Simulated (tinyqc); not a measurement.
Susceptibility above T_c: two-sublattice mean-field magnet: ferrimagnet, compensation points and susceptibility. Computed by tinyqc, a small Python program. Command: `OMP_NUM_THREADS=1 python tinyqc.py 3002210 3002211 out.jsonl ferri walk`. One thread of a shared host (Intel(R) Xeon(R) Processor @ 2.30GHz), about 0.01 s of CPU time with the checks.

A random alloy A(1-x)B(x) with H = -sum over pairs J S_i.S_j. a = <S_A> and b = <S_B> are taken along z, a > 0. Exchange fields: h_A = (1 - x) zJ_AA a + x zJ_AB b, h_B = (1 - x) zJ_AB a + x zJ_BB b; a = S_A B_(S_A)(S_A h_A/(k_B T)) and likewise for b, with the Brillouin function B_S(y) = [(2S + 1)/(2S)] coth[(2S + 1) y/(2S)] - [1/(2S)] coth[y/(2S)].

Inputs (values chosen for the exercise, for a model ferrimagnet):

| quantity | value | unit |
|---|---|---|
| spin S_A | 2 | - |
| spin S_B | 1.5 | - |
| g factor g_A | 2.2 | - |
| g factor g_B | 2 | - |
| fraction x of B sites | 0.14 | - |
| z J_AA | 21.3 | meV |
| z J_BB | 3.5 | meV |
| z J_AB | -5.4 | meV |
| T over T_c | 0.61 | - |

Constants: k_B = 8.617333262e-05 eV/K.

Method. Linearised, T (a, b) = M (a, b) with M_ij = S_i (S_i + 1) c_j zJ_ij/(3 k_B), c_A = 1 - x, c_B = x. T_c is the larger eigenvalue, and its eigenvector gives b/a at onset, (T_c - M_AA)/M_AB. With a field B, T (a, b) = M (a, b) + (mu_B B/(3 k_B)) (g_A S_A (S_A + 1), g_B S_B (S_B + 1)). chi = m/B per site; C = mu_B [(1 - x) g_A^2 S_A (S_A + 1) + x g_B^2 S_B (S_B + 1)]/(3 k_B); the table gives C/chi, which tends to T - theta.

T_c = 427.952 K

M (K):
```
         A        B
A  425.143  -17.546
B  -67.364    7.108
```

Inverse susceptibility:

| T (K) | C/chi (K) | T - C/chi (K) |
|---|---|---|
| 436.5 | 9.7714e+00 | 426.74 |
| 470.7 | 4.8354e+01 | 422.39 |
| 534.9 | 1.1902e+02 | 415.92 |
| 641.9 | 2.3362e+02 | 408.30 |
| 855.9 | 4.5671e+02 | 399.19 |
| 1283.9 | 8.9334e+02 | 390.51 |
| 2139.8 | 1.7559e+03 | 383.86 |
| 4279.5 | 3.9005e+03 | 379.03 |

T - C/chi sinks from 427 K just above T_c to 379 K at 10 T_c, on its way to the asymptotic theta. The curve of 1/chi is a hyperbola that bends down to zero at T_c = 428 K, so a Curie-Weiss line fitted at high T misses T_c.
